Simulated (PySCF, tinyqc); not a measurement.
Inside a calculation. Method: FCI on RHF in the sto-3g basis, for H3+, spin multiplicity 1. The lowest restricted solution is unstable here: a spin-polarised one lies 0.0090 hartree lower (PySCF). One step of it, computed by the program tinyqc.

Task: Iteration 5 (converged): orbitals. Diagonalise F' = X^T F X, C = X C', fill 1 alpha and 1 beta electrons from the bottom; D = 2 C_occ C_occ^T. Each column has its largest component positive (the first on a tie).

converged F (hartree):
```
,1H 1s,2H 1s,3H 1s
1H 1s,-0.636590,-0.484067,-0.484067
2H 1s,-0.484067,-0.475274,-0.159273
3H 1s,-0.484067,-0.159273,-0.475274
```

X:
```
,1H 1s,2H 1s,3H 1s
1H 1s,1.128647,-0.220714,-0.220714
2H 1s,-0.220714,1.062598,0.033484
3H 1s,-0.220714,0.033484,1.062598
```

Give: F' = X^T F X; orbital energies; coefficients C; D after iteration 5.

Result:

F' = X^T F X (hartree):
```
,1,2,3
1,-0.3904,-0.3339,-0.3339
2,-0.3339,-0.3453,-0.0106
3,-0.3339,-0.0106,-0.3453
```

orbital energies (hartree): MO1 -0.8457, MO2 -0.3347, MO3 0.0994

coefficients C:
```
,MO1,MO2,MO3
1H 1s,0.5958,0.0000,1.0081
2H 1s,0.3791,0.7277,-0.7111
3H 1s,0.3791,-0.7277,-0.7111
```

D after iteration 5:
```
,1H 1s,2H 1s,3H 1s
1H 1s,0.7101,0.4517,0.4517
2H 1s,0.4517,0.2874,0.2874
3H 1s,0.4517,0.2874,0.2874
```
